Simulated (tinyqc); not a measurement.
What each setting does: recursion (Haydock) method for the local density of states: impurity site of a cubic lattice.

One orbital a site at energy 0, hopping -t to the 6 nearest neighbours of a cubic lattice; the start u0 is a site in the bulk, with energy V. Recursion: a_n = <u_n|H|u_n>, b_(n+1) u_(n+1) = (H - a_n) u_n - b_n u_(n-1), b > 0. G(z) = 1/(z - a0 - b1^2/(z - a1 - b2^2/(...))), z = E + i eta. After n levels the tail is b_n^2 T with the square-root terminator T = (z - sqrt(z - 2b) sqrt(z + 2b))/(2 b^2), b = 3t so that the band edges lie at -/+ 6t.

Parameters, chosen for this exercise:
- t = 0.51 eV (hopping)
- V = 2.4 eV (shift of the starting site)
- n = 4 (levels kept)
- E = 1.61 eV (energy)
- eta = 0.026 eV (broadening)

G at z = E + i eta with n levels and terminator.

One parameter was then changed.

Results before and after:

| case | Re G (1/eV) | density (1/eV) |
|---|---|---|
| base | -0.5530 | 0.1088 |
| changed | -0.4608 | 0.0656 |

Which of these changes was made? (a) t = 0.561 eV; (b) V = 2.9 eV; (c) E = 1.71 eV; (d) eta = 0.052 eV; (e) n = 5.

Answer: (b) V = 2.9 eV. Of the candidates, run in turn, only this one gives the changed row.

All candidates:

| case | Re G (1/eV) | density (1/eV) |
|---|---|---|
| base | -0.5530 | 0.1088 |
| t = 0.561 eV | -0.5095 | 0.1112 |
| V = 2.9 eV | -0.4608 | 0.0656 |
| n = 5 | -0.5556 | 0.1125 |
| E = 1.71 eV | -0.5749 | 0.1185 |
| eta = 0.052 eV | -0.5456 | 0.1106 |

Program tinyqc; command `OMP_NUM_THREADS=1 python tinyqc.py 1482596 1482597 out.jsonl`; about 0.2 s on one thread of a shared Intel(R) Xeon(R) Processor @ 2.30GHz.
